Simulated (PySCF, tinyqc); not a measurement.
Worked calculation: CIS on RHF in the sto-3g basis, for BeH+, spin multiplicity 1. The lowest restricted solution is unstable here: a spin-polarised one lies 0.0069 hartree lower (PySCF). One step of it, computed by the program tinyqc.

Question. CIS matrix, singlets. A(ia,jb) = (e_a - e_i) d_ij d_ab + 2 (ia|jb) - (ij|ab).

orbital energies (hartree): MO1 -4.990693, MO2 -0.647263, MO3 -0.252182, MO4 -0.123451, MO5 -0.123451, MO6 0.101463

Two-electron integrals over orbitals (pq|rs), unique and non-zero (hartree):
```
p,q,r,s,(pq|rs)
1,1,1,1,2.275737
2,1,1,1,-0.172519
2,1,2,1,0.021740
2,2,1,1,0.451396
2,2,2,1,-0.001151
2,2,2,2,0.454814
3,1,1,1,-0.171579
3,1,2,1,0.017841
3,1,2,2,-0.013787
3,1,3,1,0.026000
3,2,1,1,0.078244
3,2,2,1,-0.005680
3,2,2,2,-0.065359
3,2,3,1,0.001770
3,2,3,2,0.063983
3,3,1,1,0.521738
3,3,2,1,-0.010740
3,3,2,2,0.327385
3,3,3,1,0.002345
3,3,3,2,0.032043
3,3,3,3,0.425011
4,1,4,1,0.015583
4,2,4,1,0.014203
4,2,4,2,0.045828
4,3,4,1,0.013742
4,3,4,2,0.034772
4,3,4,3,0.048194
4,4,1,1,0.569240
4,4,2,1,-0.006069
4,4,2,2,0.348145
4,4,3,1,-0.006046
4,4,3,2,0.041167
4,4,3,3,0.381446
4,4,4,4,0.449859
5,1,5,1,0.015583
5,2,5,1,0.014203
5,2,5,2,0.045828
5,3,5,1,0.013742
5,3,5,2,0.034772
5,3,5,3,0.048194
5,4,5,4,0.024249
5,5,1,1,0.569240
5,5,2,1,-0.006069
5,5,2,2,0.348145
5,5,3,1,-0.006046
5,5,3,2,0.041167
5,5,3,3,0.381446
5,5,4,4,0.401360
5,5,5,5,0.449859
6,1,1,1,0.081951
6,1,2,1,-0.013555
6,1,2,2,-0.008864
6,1,3,1,-0.002135
6,1,3,2,0.007963
6,1,3,3,0.014734
6,1,4,4,0.002116
6,1,5,5,0.002116
6,1,6,1,0.015597
6,2,1,1,-0.134236
6,2,2,1,0.001257
6,2,2,2,0.019442
6,2,3,1,0.008498
6,2,3,2,-0.056075
6,2,3,3,-0.008094
6,2,4,4,-0.069224
6,2,5,5,-0.069224
6,2,6,1,0.005115
6,2,6,2,0.117285
6,3,1,1,0.077371
6,3,2,1,-0.003290
6,3,2,2,-0.056866
6,3,3,1,0.004995
6,3,3,2,0.060168
6,3,3,3,0.050233
6,3,4,4,0.037335
6,3,5,5,0.037335
6,3,6,1,0.007758
6,3,6,2,-0.061128
6,3,6,3,0.076969
6,4,4,1,-0.007020
6,4,4,2,-0.025269
6,4,4,3,-0.007551
6,4,6,4,0.022188
6,5,5,1,-0.007020
6,5,5,2,-0.025269
6,5,5,3,-0.007551
6,5,6,5,0.022188
6,6,1,1,0.481547
6,6,2,1,-0.001926
6,6,2,2,0.461309
6,6,3,1,-0.012528
6,6,3,2,-0.069538
6,6,3,3,0.355389
6,6,4,4,0.351281
6,6,5,5,0.351281
6,6,6,1,-0.007241
6,6,6,2,0.045611
6,6,6,3,-0.060181
6,6,6,6,0.498114
```

Give: CIS matrix A, singlet.

Answer.

CIS matrix A, singlet (hartree), lower triangle:
```
,1>3,1>4,1>5,1>6,2>3,2>4,2>5,2>6
1>3,4.2688
1>4,0.0000,4.3292
1>5,0.0000,0.0000,4.3292
1>6,-0.0816,0.0000,0.0000,4.6418
2>3,0.0143,0.0000,0.0000,0.0192,0.1957
2>4,0.0000,0.0345,0.0000,0.0000,0.0000,0.2673
2>5,0.0000,0.0000,0.0345,0.0000,0.0000,0.0000,0.2673
2>6,0.0203,0.0000,0.0000,0.0122,-0.0553,0.0000,0.0000,0.5220
```
